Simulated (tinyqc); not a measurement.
Inside a calculation. Model: out-diffusion of a doped substrate or buried layer into a growing epitaxial film. Computed by tinyqc, a small Python program that keeps every step. Command: `OMP_NUM_THREADS=1 python tinyqc.py 3022856 3022857 out.jsonl buried walk`. One thread of a shared host (Intel(R) Xeon(R) Processor @ 2.30GHz), about 0.01 s of CPU time with the checks. Intermediate numbers are printed to about 6 digits and carried at full precision; extremes and crossings named in words are read from the listed rows.

x is counted from the original substrate surface into the film, whose surface moves as x = v t. Substrate dopant has one diffusivity; the dopant of the film is taken as uniform.

Inputs (values chosen for the exercise, modelled on boron in silicon):
```
quantity                                            value    unit
prefactor D0                                        0.834  cm^2/s
activation energy E                                  3.49      eV
substrate concentration C_s                       2.3e+18  1/cm^3
film doping C_e                                   9.3e+15  1/cm^3
growth rate v                                         0.1  um/min
film thickness d                                      3.4      um
growth temperature T                                 1175       C
autodoping level at the start, as a share of C_s    0.001       -
decay length of autodoping                           0.54      um
later thermal budget (Dt)2                          9e-10    cm^2
```

Film doping: opposite type.

Constants: k_B = 8.617333262e-05 eV/K.

## Scales

D = D0 exp(-E/(k_B T)); growth time t = d/v; l = 2 sqrt(D t); growth number G = v t/l = d/l; 1 um = 1e-4 cm. Temperatures in kelvin are T(C) + 273.15.

diffusivity D = 5.96273e-13 cm^2/s

growth time t = 34 min

length l = 0.697538 um

growth number G = 4.87429

The surface outruns diffusion, so the film acts as an infinite medium.

## Moving boundary against the simple erfc

For a surface that grows from dopant-free material and loses none by evaporation, with u = x/l and s = G - u: C/C_s = (1/2) [erfc(u) + (1 + 4 G (G + s)) exp(4 G s) erfc(G + s) - (4G/sqrt(pi)) exp(-u^2)]; for large G it tends to (1/2) erfc(u). Early in the growth G = sqrt(v x_s/(4 D)) for the thickness x_s reached so far; rows give C at the interface (u = 0) and at the surface (u = G).

The first stage of growth:
```
G     C/C_s at the interface  C at the surface (1/cm^3)  simple erfc there (1/cm^3)    ratio  thickness x_s (nm)
0.10                0.824033                1.82522e+18                 1.02067e+18  1.78826         1.43105e+00
0.25                0.679673                1.26300e+18                 8.32225e+17  1.51762         8.94409e+00
0.50                0.577186                6.43675e+17                 5.51425e+17  1.16729         3.57764e+01
0.75                0.538076                3.02671e+17                 3.32171e+17  0.91119         8.04968e+01
1.00                0.520901                1.30617e+17                 1.80894e+17  0.72206         1.43105e+02
1.50                0.507942                1.84604e+16                 3.89791e+16  0.47360         3.21987e+02
2.00                0.503733                1.76098e+15                 5.37940e+15  0.32736         5.72422e+02
2.50                0.502020                1.10726e+14                 4.67995e+14  0.23660         8.94409e+02
3.00                0.501207                4.50866e+12                 2.54041e+13  0.17748         1.28795e+03
```

At the interface the value falls from 0.824 towards 1/2 as G grows; among these rows it is within 1 % of 1/2 from G = 2 on. At the surface the ratio to the simple erfc goes from 1.788 to 0.177: a fixed wall would double the value, while fresh undoped material dilutes a fast-moving surface. The surface value drops below C_e = 9.3e15 by the row at 572 nm; the finished film has G = 4.87.

## Transition width

After growth and the later budget: l2 = 2 sqrt(D t + (Dt)2); C(x) = (C_s/2) erfc(x/l2) + share x C_s exp(-x/decay length) for x > 0 (autodoping taken as unchanged by the later budget). The transition x_t solves C(x) = C_e, the metallurgical junction. Usable film = d - x_t. Also give x_t for the erfc term alone, after growth and after the later budget.

length l2 = 0.920086 um

x_t after growth, erfc alone = 1.30629 um

x_t after the later budget, erfc alone = 1.72306 um

x_t with autodoping = 1.72530 um

usable film = 1.67470 um

Solid-state diffusion sets the transition. The later budget is 0.74 times that of the growth.

## Profile in the film

Positions are 0.05, 0.2, 0.4, 0.6, 0.8, 1, 1.25 and 1.5 of x_t with autodoping (any beyond the film thickness are formal); net doping = |C - C_e|.

Concentrations (1/cm^3):
```
x/x_t   x (um)    diffusion   autodoping   net doping
0.05   0.08626  1.02869e+18  1.96042e+15  1.02135e+18
0.20   0.34506  6.85232e+17  1.21399e+15  6.77146e+17
0.40   0.69012  3.32128e+17  6.40768e+14  3.23468e+17
0.60   1.03518  1.28321e+17  3.38210e+14  1.19360e+17
0.80   1.38024  3.89630e+16  1.78514e+14  2.98415e+16
1.00   1.72530  9.20578e+15  9.42236e+13            0
1.25   2.15662  1.05457e+15  4.23904e+13  8.20304e+15
1.50   2.58794  7.99936e+13  1.90711e+13  9.20094e+15
```

Checks made by the program: conservation of dopant by the moving-boundary solution (relative difference below 1e-10).
